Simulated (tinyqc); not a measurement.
# Trap density and scattering coefficient from 1/f noise

Question. f S = K0 (1 + ac mu Cox I/gm)^2 with K0 = q^2 Vt lt Nt/(W L Cox^2), Vt in eV and Nt per eV. Find K0, Nt and ac.

Parameters, values chosen for the exercise:
- T = 300 K (temperature)
- L = 180 nm (gate length)
- W = 20 um (total gate width)
- Cox = 0.78 uF/cm^2 (gate capacitance)
- mu = 130 cm^2/(V s) (mobility)
- lt = 0.1 nm (tunnelling length into the oxide)

Constants: q = 1.602176634e-19 C, kB = 1.380649e-23 J/K, Vt = kB T/q. Results are converted to the units shown.

I/gm at two biases (V): 0.0379891447  0.192044444
f S at these biases (V^2): 1.40514855e-10  1.85965956e-10

Solution. sqrt(f S) is linear in I/gm: the intercept is sqrt(K0), and slope over intercept is ac mu Cox.

K0 = 1.30e-10 V^2
Nt = 4.30e17 cm^-3 eV^-1
ac = 1.00e4 V s/C

Numbers from tinyqc (`OMP_NUM_THREADS=1 python tinyqc.py 2150115 2150116 out.jsonl`; about 0.01 s on one thread of a shared Intel Xeon 2.30GHz).
